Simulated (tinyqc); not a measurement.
## Carrier lifetime of a p-type layer with SRH, radiative, Auger and surface recombination: effect of the temperature at dn = 1e17 cm^-3

Uniform excess density dn = dp (no trapping), n = n0 + dn, p = p0 + dn, Boltzmann statistics, full ionisation. Surfaces enter as a rate 2 S dn/d, which holds while diffusion to them is fast.

Nc and Nv are given at 300 K and scale as (T/300 K)^1.5; all else is held fixed. ni = sqrt(Nc Nv) exp(-Eg/(2 Vt)), Eg in volts; majority density N/2 + sqrt(N^2/4 + ni^2), n0 p0 = ni^2; n1 = Nc exp(-Et/Vt), p1 = Nv exp((Et - Eg)/Vt); tn0 = 1/(sn vth Nt), tp0 = 1/(sp vth Nt). With e = n p - ni^2 = dn (n0 + p0 + dn): U_SRH = e/(tp0 (n + n1) + tn0 (p + p1)), U_rad = B e, U_Aug = (Cn n + Cp p) e, U_s = 2 S dn/d. Each tau is dn over its rate; tau = dn/U with U the sum. Here dn = 1e17 cm^-3.

Values chosen for this exercise; band and dielectric values close to those of gallium nitride:
- Eg = 3.4 eV (band gap)
- Nc = 2.34e18 cm^-3 (conduction-band density of states at the reference temperature)
- Nv = 4.59e19 cm^-3 (valence-band density of states at the reference temperature)
- B = 1.09e-10 cm^3/s (radiative coefficient)
- N = 4.2e14 cm^-3 (acceptor density)
- Cn = 2e-31 cm^6/s (Auger coefficient (two electrons))
- Cp = 1.8e-31 cm^6/s (Auger coefficient (two holes))
- Nt = 9.7e10 cm^-3 (trap density)
- sn = 2e-16 cm^2 (capture cross-section for electrons)
- sp = 4e-15 cm^2 (capture cross-section for holes)
- vth = 1.3e7 cm/s (thermal velocity (both carriers))
- Et = 1.26 eV (trap level below the conduction band)
- S = 0 cm/s (surface recombination velocity (both faces))
- d = 6 um (sample thickness)

Constants: q = 1.602176634e-19 C, kB = 1.380649e-23 J/K, Vt = kB T/q. Results are converted to the units shown.

The same in every row: tau_SRH (s) = 0.004163; tau_rad (s) = 9.136e-8; tau_Aug (s) = 2.615e-4; tau (s) = 9.133e-8; radiative share (%) = 99.96.

Result of one run:
```
T (K)	largest path
360	radiative
```

What becomes of these results when the temperature T is changed from 360 to 400 K, all else the same?

Result of the changed run:
```
T (K)	largest path
400	radiative
```

The whole series:
```
T (K)	largest path
200	radiative
240	radiative
280	radiative
320	radiative
360	radiative
400	radiative
440	radiative
480	radiative
```

Radiative recombination leads at T = 200 and in all other rows. tau_SRH stays at 0.00416 s and the total lifetime stays at 9.13e-8 s.

tinyqc, about 0.01 s, one thread, Intel Xeon 2.30GHz (shared host): `OMP_NUM_THREADS=1 python tinyqc.py 2300146 2300147 out.jsonl`
